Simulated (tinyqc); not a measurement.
Inside a calculation. Method: Hubbard chain of 2 sites. One step of it, computed by the program tinyqc.

Question. The many-body Hamiltonian. Basis: all placements (u, d, 2, 0 on each site), up operators ordered before down ones; hops carry the sign of the same-spin electrons passed.

one-body matrix (hopping and site energies) (eV):
```
           1          2
1   0.000000  -1.450000
2  -1.450000   0.000000
```

U = 4.300000 eV

electrons, up and down: 1  1

Give: H.

Answer.

H (eV):
```
         20       ud       du       02
20   4.3000  -1.4500  -1.4500   0.0000
ud  -1.4500   0.0000   0.0000  -1.4500
du  -1.4500   0.0000   0.0000  -1.4500
02   0.0000  -1.4500  -1.4500   4.3000
```
